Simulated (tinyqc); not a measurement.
What the corrections do to the levels: formation energy of a charged point defect from supercell energies. Computed by tinyqc, a small Python program. Command: `OMP_NUM_THREADS=1 python tinyqc.py 3030873 3030874 out.jsonl formation walk`. One thread of a shared host (Intel(R) Xeon(R) Processor @ 2.30GHz), about 0.01 s of CPU time with the checks.

The host is a compound AB. Making the defect adds n_A = -1, n_B = 0 atoms to the cell. All total energies are inputs. E_F is counted from the valence-band maximum (VBM); x = 0 is A-rich and x = 1 B-rich growth.

Inputs (values chosen for the exercise, with gap and screening modelled on CdTe): gap E_g = 1.56 eV; E_VBM of the host cell = 2.601 eV; potential alignment dV = 0.1 eV; dielectric constant eps = 10.4; cell length L = 15.3 angstrom; mu_A of the pure element = -5.509 eV; formation enthalpy dH of AB = -1.18 eV; growth condition x = 0.48.

Defect: vacancy of A. Supercell lattice: sc.

charge states q: [3, 2, 1, 0]

E(defect, q) - E(host), in the order of q (eV): [-3.299, 0.695, 4.291, 8.358]

Constants: e^2/(4 pi eps_0) = 14.39964548 eV angstrom.

Method:
- dmu_A = x dH and dmu_B = (1 - x) dH, so that dmu_A + dmu_B = dH; mu = mu(element) + dmu.
- The reservoir term is sum n_i mu_i.
- Image-charge correction of a point charge in a neutralising background: E_corr = q^2 alpha e^2/(4 pi eps_0) / (2 eps L), alpha = 2.837297 for a sc array with L the cube root of the volume.
- E_f(q, E_F) = [E(defect, q) - E(host)] - sum n_i mu_i + q (E_VBM + dV + E_F) + E_corr(q).
- Levels eps(q/q-1) with the terms q dV and E_corr left out or kept.

E_f(q, 0) (eV): (q=+3) -0.11597, (q=+2) 0.53513, (q=+1) 1.04498, (q=0) 2.28260

E_corr (eV): (q=+3) 1.15543, (q=+2) 0.51353, (q=+1) 0.12838, (q=0) 0.00000

Levels above the VBM (eV):
```
level       raw  with alignment  with image charge  with both
(+3/+2)  1.3930          1.2930             0.7511     0.6511
(+2/+1)  0.9950          0.8950             0.6099     0.5099
(+1/0)   1.4660          1.3660             1.3376     1.2376
```

Alignment moves every level by -dV = -0.100 eV. The image term moves eps(q/q-1) by (1 - 2q) E_corr(1): (+3/+2) by -0.642, (+2/+1) by -0.385, (+1/0) by -0.128 eV, donor levels down and acceptor levels up. It adds 2 E_corr(1) = 0.257 eV to every U. Caution: the largest image-charge correction in these energies, q^2 alpha e^2/(8 pi eps_0 eps L) with alpha = 2.837297, exceeds a quarter of the gap; the point-charge term alone is then a rough estimate, usually too large for a charge that is spread out. Caution: E_f at E_F = 0 is negative for at least one charge state, so in equilibrium E_F cannot reach the valence-band maximum.

Extremes, crossings and ranges named in words are read from the listed rows.
